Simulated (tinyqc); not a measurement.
Plane-wave Kohn-Sham cycle with exchange-only LDA in a layered model solid, step by step. One step of it, computed by the program tinyqc.

Question. Iteration 2: levels at that k. Diagonalise the Hermitian matrix.

H (hartree):
```
,-2,-1,+0,+1,+2
-2,1.023750,-0.254835,0.074875,-0.000047,0.000129
-1,-0.254835,0.074902,-0.254835,0.074875,-0.000047
+0,0.074875,-0.254835,-0.241381,-0.254835,0.074875
+1,-0.000047,0.074875,-0.254835,0.074902,-0.254835
+2,0.000129,-0.000047,0.074875,-0.254835,1.023750
```

Give: eigenvalues.

Answer.

eigenvalues (hartree): -0.4570  -0.0599  0.2660  1.0835  1.1232
